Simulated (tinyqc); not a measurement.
Inside a calculation. Model: inversion-layer mobility, back-scattering and ballistic limit of a field-effect transistor. Computed by tinyqc, a small Python program that keeps every step. Command: `OMP_NUM_THREADS=1 python tinyqc.py 3023496 3023497 out.jsonl mos walk`. One thread of a shared host (Intel(R) Xeon(R) Processor @ 2.30GHz), about 0.01 s of CPU time with the checks. Intermediate numbers are printed to about 6 digits and carried at full precision; extremes and crossings named in words are read from the listed rows.

The charge at the top of the source barrier is fixed by the gate; series resistance and short-channel effects are left out. F_j are Fermi integrals normalised to exp(eta) in the classical limit.

Inputs (values chosen for the exercise, modelled on a 4H-SiC n-channel):
```
quantity                                       value        unit
transport mass m                                0.29         m_0
valley degeneracy g_v                              3           -
weight w of the inversion charge                 0.5           -
permittivity eps                                 9.7           -
phonon mobility at 1 MV/cm and 300 K, mu_ph       91  cm^2/(V s)
roughness mobility at 1 MV/cm, mu_sr              61  cm^2/(V s)
Coulomb mobility at N_inv = 1e12/cm^2, mu_C       36  cm^2/(V s)
electrical oxide thickness t_inv                 2.1          nm
depletion charge N_dep                       5.5e+11      1/cm^2
gate overdrive V_G - V_T                        0.27           V
drain voltage V_D                               0.65           V
channel length L                                  29          nm
exponent a of the critical length               0.77           -
temperature T                                    300           K
```

Statistics at the top of the barrier: Fermi-Dirac.

Constants: eps_0 = 8.8541878128e-12 F/m; e = 1.602176634e-19 C; m_0 = 9.1093837015e-31 kg; k_B = 1.380649e-23 J/K; hbar = 1.054571817e-34 J s; k_B = 8.617333262e-05 eV/K.

## Charge and field

N_inv = 3.9 eps_0 (V_G - V_T)/(e t_inv); effective field E_eff = e (N_dep + w N_inv)/(eps eps_0).

inversion density N_inv = 2.77107e+12 1/cm^2

effective field E_eff = 0.361070 MV/cm

## Effective mobility

mu_phonon = mu_ph (E_eff/1 MV/cm)^(-0.3) (T/300 K)^(-1.75); mu_rough = mu_sr (E_eff/1 MV/cm)^(-2); mu_Coulomb = mu_C (N_inv/1e12 cm^-2) (T/300 K); Matthiessen's rule adds 1/mu.

phonon part = 123.528 cm^2/(V s)

roughness part = 467.895 cm^2/(V s)

Coulomb part = 99.7585 cm^2/(V s)

effective mobility mu = 49.3661 cm^2/(V s)

The Coulomb part is the lowest and holds 49 % of 1/mu.

## Ballistic limit

F_j(eta) = (1/Gamma(j + 1)) int_0^infinity x^j/(1 + exp(x - eta)) dx, F_0 = ln(1 + exp(eta)). Integrals over x = E/(k_B T) use 160 Gauss-Legendre points in u = sqrt(x) from 0 to sqrt(max(eta, 0) + 32). Ballistic channel: N_2D = g_v m k_B T/(pi hbar^2), U = e V_D/(k_B T); eta_F solves N_inv = (N_2D/2)[F_0(eta_F) + F_0(eta_F - U)]; v_T = sqrt(2 k_B T/(pi m)); I/W = e (N_2D/2) v_T [F_1/2(eta_F) - F_1/2(eta_F - U)]; injection velocity v_T F_1/2(eta_F)/F_0(eta_F).

N_2D = 9.39530e+12 1/cm^2

eta_F = -0.218430

thermal velocity v_T = 0.999077 1e7 cm/s

injection velocity = 1.08713 1e7 cm/s

ballistic current I/W = 482.657 microampere/micrometre

Degeneracy raises the injection velocity by a factor 1.09.

## Back-scattering

Mean free path lambda = (2 k_B T/e)(mu/v_T) F_0(eta_0)/F_-1/2(eta_0), with eta_0 from N_inv = N_2D F_0(eta_0); critical length l = L (1 + U)^(-a), an empirical rule; back-scattering r = l/(l + lambda). Then eta solves N_inv = (N_2D/2)[(1 + r) F_0(eta) + (1 - r) F_0(eta - U)] and I/W = e (N_2D/2) v_T (1 - r)[F_1/2(eta) - F_1/2(eta - U)]. Ballistic ratio: I over the ballistic current. Apparent mobility 1/(1/mu + 1/mu_B), mu_B = mu L/lambda.

eta_0 = -1.06988

mean free path lambda = 2.71207 nm

critical length l = 2.34981 nm

back-scattering coefficient r = 0.464217

current I/W = 172.021 microampere/micrometre

ballistic ratio = 0.356404

apparent low-field mobility = 45.1443 cm^2/(V s)

L/lambda = 10.69, but at this drain voltage only the first 2.35 nm can return a carrier to the source, so the device works at 36 % of its ballistic limit. Caution: the current exceeds the long-channel drift law, so the empirical rule for l, meant for short channels, is too generous here.

## Channel length

The last column is the long-channel law e N_inv mu V/L with V = V_D - V_D^2/(2 V_ov) below pinch-off and V_ov/2 above, V_ov = V_G - V_T.

Currents (microampere/micrometre):
```
L (nm)         r      I/W  ballistic ratio  long-channel law
5       0.129969  368.110         0.762674           591.767
10      0.230040  297.482         0.616343           295.884
20      0.374036  214.970         0.445388           147.942
40      0.544434  138.257         0.286450            73.971
80      0.705027   80.674         0.167145            36.985
160     0.826998   44.011         0.091185            18.493
400     0.922784   18.622         0.038582             7.397
1000    0.967613    7.625         0.015798             2.959
```

The current scales as L^-0.97 at the long end and as L^-0.31 at the short end, where it reaches 76 % of the ballistic 483. The long-channel law passes the ballistic limit between 5.00 and 10.0 nm and has no meaning below. At 1000 nm the model gives 2.58 times the long-channel law; the rule for l is a fit for short devices and fails wherever the model exceeds that law. Raising mu by 10 % at 20 nm raises I by 5.3 %.

## The mobility curve

The formulas are those given above.

Mobilities (cm^2/(V s)):
```
V_G - V_T (V)  N_inv (1/cm^2)  E_eff (MV/cm)   phonon  roughness  Coulomb    total
0.03              3.07897e+11        0.13132  167.318    3537.27   11.084  10.3651
0.06              6.15793e+11        0.16004  157.679    2381.66   22.169  19.2787
0.12              1.23159e+12        0.21748  143.820    1289.75   44.337  33.0219
0.20              2.05264e+12        0.29406  131.374     705.44   73.895  44.3222
0.35              3.59213e+12        0.43765  116.601     318.47  129.317  51.4160
0.50              5.13161e+12        0.58125  107.086     180.55  184.738  49.2858
0.75              7.69742e+12        0.82057   96.562      90.59  277.107  39.9952
1.00              1.02632e+13        1.05989   89.426      54.30  369.476  30.9551
1.50              1.53948e+13        1.53854   79.967      25.77  554.214  18.8273
```

The lowest part is Coulomb from 0.0300 to 0.200, phonon from 0.350 to 0.500, roughness from 0.750 to 1.50 V. The total peaks at 51 near E_eff = 0.44 MV/cm: screening lifts it at low density and the field presses it down at high density.

Checks made by the program: long channel and small V_D against the drift formula e N mu V_D/L (relative difference 1e-04).
